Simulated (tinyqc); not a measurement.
Stoner model of a band ferromagnet: sweeps and comparisons. A value that a table varies takes the place of the one given here.

Density of states per atom and spin: flat with a rise to the top, D(e) = (M/W) [1 - sp + 4 sp (e/W + 1/2)^3]. Levels e -/+ I m/2 for up and down spin, m = n_up - n_down, n_up + n_down = nd. At zero temperature e(N) is the energy below which N states lie, and E(m) = sum over spins of integral e D de - I m^2/4.

Parameters, chosen for this exercise: W = 4.2 eV (band width, e from -W/2 to W/2); M = 5 (states per atom and spin); nd = 7.32 (electrons per atom); sp = 0.61 (shape parameter); I = 0.4 eV (Stoner parameter).

## Moment against the Stoner parameter

Lowest state for each I.

Results:
```
I (eV),I D(EF),m (muB),E - E(0) (meV)
0.24,0.605,0.000,0.0
0.32,0.806,0.000,0.0
0.36,0.907,0.000,0.0
0.40,1.008,1.110,-0.5
0.44,1.108,2.680,-60.6
0.50,1.260,2.680,-168.4
0.60,1.511,2.680,-347.9
0.72,1.814,2.680,-563.4
```

What can be read from the table?

A moment first appears at I = 0.40 eV of those listed, where I D(EF) = 1.008. It is saturated at 2.680 from I = 0.44 eV on.

## Moment against band filling

Rigid band, I fixed: a Slater-Pauling curve.

Results:
```
nd,I D(EF),m (muB),m_max
3.0,0.419,0.000,3.0
4.0,0.557,0.000,4.0
5.0,0.696,0.000,5.0
6.0,0.832,0.000,4.0
6.5,0.899,0.000,3.5
7.0,0.966,0.000,3.0
7.5,1.031,2.247,2.5
8.0,1.096,2.000,2.0
8.5,1.160,1.500,1.5
9.0,1.223,1.000,1.0
9.5,1.286,0.500,0.5
```

What can be read from the table?

Magnetic fillings among those listed: 7.5, 8.0, 8.5, 9.0 and 9.5; the largest moment is 2.25 at nd = 7.5. At 8.0, 8.5, 9.0 and 9.5 the moment is saturated and follows m_max, changing by one per electron.

## What moves the moment

Lowest state for each case. Each row changes one parameter from the base and keeps the others.

Results:
```
case,I D(EF),m (muB),E - E(0) (meV)
base,1.008,1.110,-0.5
W = 3.864 eV,1.095,2.680,-47.2
I = 0.432 eV,1.088,2.680,-46.3
nd = 7.02,0.968,0.000,0.0
sp = 0.71,1.131,2.680,-69.6
```

How do the results move?

The largest shifts from the base row, up to three for each result and ties (the steps differ in size, so this ranks the rows, not the parameters). I D(EF): sp +0.124, W +0.088, I +0.081. m (muB): W +1.570, I +1.570, sp +1.570. E - E(0) (meV): sp -69.2, W -46.7, I -45.8.

Program tinyqc; command `OMP_NUM_THREADS=1 python tinyqc.py 1681285 1681286 out.jsonl`; about 0.2 s on one thread of a shared Intel(R) Xeon(R) Processor @ 2.30GHz.
